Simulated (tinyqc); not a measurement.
Free and trapped electrons in a MOS channel with a dense trap tail: one step of the calculation.

p-type body, charge-sheet picture, full ionisation (an idealisation for deep acceptors), Boltzmann statistics for free electrons. e = Ec - EF at the surface. Acceptor-like traps of density D(E) = D0 + De exp(-E/Ew) at depth E below Ec, from 0 to Eu, hold n_t = integral of D(E)/(1 + exp((e - E)/Vt)). psi = Eg - Vt ln(Nv/Na) - e; N_dep = sqrt(2 eps0 eps_r Na (psi - Vt)/q); n_f = sqrt(N_dep^2 + 2 eps0 eps_r Vt Nc exp(-e/Vt)/q) - N_dep; Vg = Vfb + psi + q (N_dep + n_t + n_f)/Cox, Cox = eps0 eox/tox.

Problem. Trapped charge. Trapezoid rule on 16 equal steps from 0 to Eu, f = 1/(1 + exp((e - E)/Vt)).

Parameters, values chosen for the exercise; band and dielectric values close to those of gallium nitride:
```
symbol   value         unit                                             meaning
T          300            K                                         temperature
D0      1.8e10  cm^-2 eV^-1  constant background density of acceptor-like traps
De      1.5e13  cm^-2 eV^-1          density of the tail at the conduction edge
Ew        0.09           eV                            decay energy of the tail
Eu        0.51           eV        depth below Ec down to which the traps reach
e        0.006           eV                              Ec - EF at the surface
```

Constants: q = 1.602176634e-19 C, kB = 1.380649e-23 J/K, Vt = kB T/q. Results are converted to the units shown.

Wanted: E; D(E) f; n_t.

Solution.

E, point 0 to 16 (eV): [0, 0.031875, 0.063750, 0.095625, 0.12750, 0.15937, 0.19125, 0.22312, 0.25500, 0.28687, 0.31875, 0.35063, 0.38250, 0.41437, 0.44625, 0.47813, 0.51000]
D(E) f, point 0 to 16 (cm^-2 eV^-1): [6.6415e12, 7.7104e12, 6.6885e12, 5.0444e12, 3.6229e12, 2.5641e12, 1.8081e12, 1.2749e12, 9.0019e11, 6.3711e11, 4.5247e11, 3.2290e11, 2.3196e11, 1.6815e11, 1.2337e11, 9.1944e10, 6.9891e10]
n_t = 1.1155e12 cm^-2

tinyqc, about 0.02 s, one thread, Intel Xeon 2.30GHz (shared host): `OMP_NUM_THREADS=1 python tinyqc.py 2222199 2222200 out.jsonl`
